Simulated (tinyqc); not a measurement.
Thermal displacements in the Debye model: Debye-Waller factors, bond-length spread and the Lindemann rule: one step, computed by the program tinyqc.

A Debye spectrum with three branches of one velocity, cut at k_B Theta; 2 atoms per cube, nearest neighbours at d = 0.866025 a.

Task: Lindemann melting temperature. <u_x^2> = (3 hbar^2/(2 M k_B Theta)) int_0^1 s coth(s Theta/(2T)) ds (64 Gauss-Legendre points); it tends to 3 hbar^2/(4 M k_B Theta) at T = 0 and to 3 hbar^2 T/(M k_B Theta^2) at high T. Melting is placed where sqrt(3 <u_x^2>) = x_L d; the classical form gives T_m = M k_B Theta^2 (x_L d)^2/(9 hbar^2).

Inputs (values chosen for the exercise, modelled on molybdenum):
```
quantity                 value      unit
atomic mass M            95.95         u
Debye temperature Theta    402         K
lattice constant a       3.147  angstrom
temperature T              295         K
Lindemann ratio x_L       0.12         -
```

Structure: bcc.

<u_x^2> = 0.002908881 angstrom^2

Constants: hbar^2/u = 4.18015928e-03 eV angstrom^2; k_B = 8.617333262e-05 eV/K.

Give: Lindemann T_m; classical T_m; ratio sqrt(3 <u_x^2>)/d at T.

Result:

Lindemann T_m = 3798 K

classical T_m = 3799 K

ratio sqrt(3 <u_x^2>)/d at T = 0.03428

The rule is empirical: x_L is fitted within a family of like crystals, and T_m goes as its square.
